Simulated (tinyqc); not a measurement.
Worked calculation (part 2 of 2): RKS/exchange-only LDA in the sto-3g basis, for BeH2, spin multiplicity 1. Computed by tinyqc, a small Python program that keeps every step (integrals from PySCF). Command: `OMP_NUM_THREADS=1 python tinyqc.py 25429 25430 out.jsonl` (the two numbers bound the seeds that draw the settings). One thread of a shared host (Intel(R) Xeon(R) Processor @ 2.60GHz), about 0.4 s of CPU time with the checks.

Geometry (angstrom):
```
atom       x        y       z
Be    0.0000   0.0000  0.0000
H     0.0000   1.5130  0.0000
H     0.0000  -1.5130  0.0000
```

## Iteration 7 (converged): orbitals

converged F (hartree):
```
          1Be 1s   1Be 2s  1Be 2px  1Be 2py  1Be 2pz    2H 1s    3H 1s
1Be 1s   -3.5237  -1.0702   0.0000   0.0000   0.0000  -0.2023  -0.2023
1Be 2s   -1.0702  -0.4397   0.0000   0.0000   0.0000  -0.1997  -0.1997
1Be 2px   0.0000   0.0000   0.0557   0.0000   0.0000   0.0000   0.0000
1Be 2py   0.0000   0.0000   0.0000  -0.0304   0.0000  -0.1516   0.1516
1Be 2pz   0.0000   0.0000   0.0000   0.0000   0.0557   0.0000   0.0000
2H 1s    -0.2023  -0.1997   0.0000  -0.1516   0.0000  -0.0870  -0.0205
3H 1s    -0.2023  -0.1997   0.0000   0.1516   0.0000  -0.0205  -0.0870
```

X:
```
          1Be 1s   1Be 2s  1Be 2px  1Be 2py  1Be 2pz    2H 1s    3H 1s
1Be 1s    1.0286  -0.1516   0.0000   0.0000   0.0000   0.0208   0.0208
1Be 2s   -0.1516   1.1821   0.0000   0.0000   0.0000  -0.2479  -0.2479
1Be 2px   0.0000   0.0000   1.0000   0.0000   0.0000   0.0000   0.0000
1Be 2py   0.0000   0.0000   0.0000   1.2619   0.0000  -0.3479   0.3479
1Be 2pz   0.0000   0.0000   0.0000   0.0000   1.0000   0.0000   0.0000
2H 1s     0.0208  -0.2479   0.0000  -0.3479   0.0000   1.2068  -0.0678
3H 1s     0.0208  -0.2479   0.0000   0.3479   0.0000  -0.0678   1.2068
```

Diagonalise F' = X^T F X, C = X C', fill 3 alpha and 3 beta electrons from the bottom; D = 2 C_occ C_occ^T. Each column has its largest component positive (the first on a tie).

F' = X^T F X (hartree):
```
         1        2       3        4       5        6        7
1  -3.4191  -0.6167  0.0000   0.0000  0.0000  -0.0188  -0.0188
2  -0.6167  -0.1214  0.0000   0.0000  0.0000  -0.1526  -0.1526
3   0.0000   0.0000  0.0557   0.0000  0.0000   0.0000   0.0000
4   0.0000   0.0000  0.0000   0.2018  0.0000  -0.2377   0.2377
5   0.0000   0.0000  0.0000   0.0000  0.0557   0.0000   0.0000
6  -0.0188  -0.1526  0.0000  -0.2377  0.0000   0.0927  -0.0608
7  -0.0188  -0.1526  0.0000   0.2377  0.0000  -0.0608   0.0927
```

orbital energies (hartree): MO1 -3.5318, MO2 -0.1971, MO3 -0.1593, MO4 0.0557, MO5 0.0557, MO6 0.2204, MO7 0.5146

coefficients C:
```
             MO1      MO2      MO3     MO4      MO5      MO6      MO7
1Be 1s    0.9852  -0.2399   0.0000  0.0000   0.0000  -0.2318   0.0000
1Be 2s    0.0561   0.6483   0.0000  0.0000   0.0000   1.0583   0.0000
1Be 2px   0.0000   0.0000   0.0000  0.9895  -0.1446   0.0000   0.0000
1Be 2py   0.0000   0.0000   0.4996  0.0000   0.0000   0.0000   1.2589
1Be 2pz   0.0000   0.0000   0.0000  0.1446   0.9895   0.0000   0.0000
2H 1s    -0.0093   0.3558   0.4227  0.0000   0.0000  -0.7642  -0.8688
3H 1s    -0.0093   0.3558  -0.4227  0.0000   0.0000  -0.7642   0.8688
```

D after iteration 7:
```
          1Be 1s   1Be 2s  1Be 2px  1Be 2py  1Be 2pz    2H 1s    3H 1s
1Be 1s    2.0562  -0.2005   0.0000   0.0000   0.0000  -0.1890  -0.1890
1Be 2s   -0.2005   0.8468   0.0000   0.0000   0.0000   0.4602   0.4602
1Be 2px   0.0000   0.0000   0.0000   0.0000   0.0000   0.0000   0.0000
1Be 2py   0.0000   0.0000   0.0000   0.4992   0.0000   0.4223  -0.4223
1Be 2pz   0.0000   0.0000   0.0000   0.0000   0.0000   0.0000   0.0000
2H 1s    -0.1890   0.4602   0.0000   0.4223   0.0000   0.6106  -0.1040
3H 1s    -0.1890   0.4602   0.0000  -0.4223   0.0000  -0.1040   0.6106
```

Within a degenerate level the vectors are fixed only up to a rotation; this is one choice.

## Convergence

Stop when the energy changes by less than 1e-08 hartree and every element of the error matrix X^T (F D S - S D F) X is below 3e-05.

Course of the cycle:
```
iteration  E (hartree)     change  largest element of the error matrix
1           -14.459127          -                             5.38e-01
2           -14.859041  -4.00e-01                             3.01e-01
3           -14.958047  -9.90e-02                             2.54e-01
4           -15.006304  -4.83e-02                             1.84e-01
5           -15.083531  -7.72e-02                             3.70e-03
6           -15.083551  -2.00e-05                             6.41e-05
7           -15.083551  -7.66e-09                             4.06e-06
```

PySCF RKS in the same basis, fine grid = -15.091002 hartree

Converged in 7 iterations. The coarse grid moves the energy by +7.45e-03 hartree.

## Populations, bond orders and dipole

overlap S:
```
         1Be 1s  1Be 2s  1Be 2px  1Be 2py  1Be 2pz   2H 1s    3H 1s
1Be 1s   1.0000  0.2595   0.0000   0.0000   0.0000  0.0475   0.0475
1Be 2s   0.2595  1.0000   0.0000   0.0000   0.0000  0.3920   0.3920
1Be 2px  0.0000  0.0000   1.0000   0.0000   0.0000  0.0000   0.0000
1Be 2py  0.0000  0.0000   0.0000   1.0000   0.0000  0.4728  -0.4728
1Be 2pz  0.0000  0.0000   0.0000   0.0000   1.0000  0.0000   0.0000
2H 1s    0.0475  0.3920   0.0000   0.4728   0.0000  1.0000   0.0173
3H 1s    0.0475  0.3920   0.0000  -0.4728   0.0000  0.0173   1.0000
```

Mulliken: Z minus the diagonal of D S on the atom; Loewdin: the same with S^(1/2) D S^(1/2); Mayer order: 2 sum_s sum (D(s) S)_ij (D(s) S)_ji over the two atoms.

Charges (e):
```
atom  Mulliken  Loewdin
1Be    -0.0403  -0.0309
2H      0.0201   0.0155
3H      0.0201   0.0155
```

Mayer bond orders:
```
pair   order
2-1   0.9848
3-1   0.9848
3-2   0.0148
```

dipole moment about the origin, x y z (debye): 0.0000  0.0000  0.0000
